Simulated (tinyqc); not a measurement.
## Doping and voltage from widths and field

Problem. In the depletion approximation an abrupt p-n junction has a triangular field: peak E = q Nd xn/(eps0 eps_r) = q Na xp/(eps0 eps_r), W = xn + xp, and Vbi - V = E W/2. Find Nd, Na and Vbi - V.

Inputs (values chosen for the exercise): relative permittivity eps_r = 9.69.

Constants: q = 1.602176634e-19 C, eps0 = 8.8541878128e-14 F/cm where lengths are in cm. Results are converted to the units shown.

W = 1332.4291 nm
peak field = 43.503548 kV/cm
xn = 38.190642 nm

Solution. Gauss's law on each side gives its doping from the peak field and its width; the voltage is the area of the triangle.

Nd = 6.100e16 cm^-3
Na = 1.800e15 cm^-3
Vbi - V = 2.898 V

Numbers from tinyqc (`OMP_NUM_THREADS=1 python tinyqc.py 2000092 2000093 out.jsonl`; about 0.03 s on one thread of a shared Intel Xeon 2.30GHz).
